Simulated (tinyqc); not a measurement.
## Thin-film resistivity, exact integral against the thick limit

Fuchs-Sondheimer for a film of thickness d, k = d/lam: rho0/rho = 1 - (3 (1 - ps)/(2 k)) int_1^infinity (t^-3 - t^-5)(1 - exp(-k t))/(1 - ps exp(-k t)) dt; thick limit rho/rho0 = 1 + 3 (1 - ps)/(8 k).

Parameters, values chosen for the exercise; metal values close to those of cobalt:
```
symbol,value,unit,meaning
rho0,6.1,uohm cm,bulk resistivity
lam,12.1,nm,bulk mean free path
ps,0.2,,specular share of surface scattering
```

Results:
```
d (nm)        k  rho/rho0, exact  thick limit  error of the limit (%)  rho (uohm cm)
0.6     0.04959            6.045        7.050                    16.6          36.88
1.2     0.09917            3.853        4.025                    4.48          23.50
2.3      0.1901            2.648        2.578                   -2.62          16.15
4.4      0.3636            1.930        1.825                   -5.43          11.77
8.6      0.7107            1.495        1.422                   -4.88          9.120
17        1.405            1.248        1.214                   -2.77          7.613
32        2.645            1.126        1.113                   -1.14          6.870
120       9.917            1.031        1.030                 -0.0915          6.290
```

Estimate the missing row, d = 62 nm.

Computed row:
```
d (nm)      k  rho/rho0, exact  thick limit  error of the limit (%)  rho (uohm cm)
62      5.124            1.062        1.059                  -0.340          6.479
```

With this row back in the table: rho/rho0 falls from 6.05 to 1.03. The error of the thick limit goes from 17 through a minimum of -5.4 (at d = 4.4 nm among the rows listed) to -0.092 %; it stays within 5 % for k of 0.7107 and above among the rows listed. The change of sign at small k is a crossing of two different laws, not agreement.

Numbers from tinyqc (`OMP_NUM_THREADS=1 python tinyqc.py 2100068 2100069 out.jsonl`; about 0.01 s on one thread of a shared Intel Xeon 2.30GHz).
